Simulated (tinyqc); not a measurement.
Which input was changed? Model: speciation in dilute and buffered hydrofluoric acid, oxide etch rate and bath loading. Computed by tinyqc, a small Python program. Command: `OMP_NUM_THREADS=1 python tinyqc.py 3121113 3121114 out.jsonl hfetch which`. One thread of a shared host (Intel(R) Xeon(R) Processor @ 2.30GHz), about 0.02 s of CPU time with the checks.

Concentrations stand for activities, NH4+ and Cl- are spectators, and water ionisation is neglected. H, F and HF2 denote the ions H+, F- and HF2-. The base temperature is 298 K.

Inputs (values chosen for the exercise, of the order of those for thermal oxide at room temperature):

| quantity | value | unit |
|---|---|---|
| HF added | 0.63 | mol/L |
| NH4F added | 0 | mol/L |
| HCl added | 0 | mol/L |
| K1 = [H][F]/[HF] | 0.000747 | mol/L |
| K2 = [HF2]/([HF][F]) | 4.05 | L/mol |
| K3 = [H2F2]/[HF]^2 | 0 | L/mol |
| rate constant of neutral HF k_a | 12 | nm L/(min mol) |
| rate constant of HF2 k_b | 53 | nm L/(min mol) |
| activation energy | 0.32 | eV |
| temperature error | 2 | K |
| oxide removed per wafer | 7 | nm |

Constants: k_B = 8.617333262e-05 eV/K.

Method:
- Fluoride balance: [HF] + [F] + 2 [HF2] + 2 [H2F2] = HF added + NH4F added. Acid balance: [H] + [HF] + [HF2] + 2 [H2F2] = HF added + HCl added. For a trial [H], [HF] = [H][F]/K1, and the fluoride balance is a quadratic in [F].
- The root is refined to 1e-13 in pH = -log10 [H].
- Rate = k_a ([HF] + 2 [H2F2]) + k_b [HF2], an empirical two-term form.
- Time = oxide/rate; a temperature error changes the rate by exp((E_a/k_B)(1/298 - 1/(298 + error))) - 1.

Question. One of these inputs alone was changed, within the range given: HF added (0.315 to 1.26); K1 = [H][F]/[HF] (0.0003735 to 0.001494); K2 = [HF2]/([HF][F]) (2.025 to 8.1); rate constant of neutral HF k_a (6 to 24). Which one, and to what value?

Results:

| run | [HF2] (mol/L) | pH | share of HF2 in the rate (%) |
|---|---|---|---|
| before | 0.02601110 | 1.427763 | 16.85664 |
| after | 0.03711871 | 1.310286 | 17.46140 |

Answer.

Each candidate set to reproduce [HF2], and what it then gives:

| candidate | range searched | value needed | pH | share of HF2 in the rate (%) |
|---|---|---|---|---|
| HF added (mol/L) | 0.315 to 1.26 | 0.8610 | 1.3103 | 17.461 |
| K1 = [H][F]/[HF] (mol/L) | 0.0003735 to 0.001494 | out of reach | - | - |
| K2 = [HF2]/([HF][F]) (L/mol) | 2.025 to 8.1 | 7.643 | 1.3372 | 23.064 |
| rate constant of neutral HF k_a (nm L/(min mol)) | 6 to 24 | no effect | - | - |

Only HF added fits every result: it went from 0.63 to 0.861 mol/L. The next best candidate, K2 = [HF2]/([HF][F]), misses one result by 32 %.
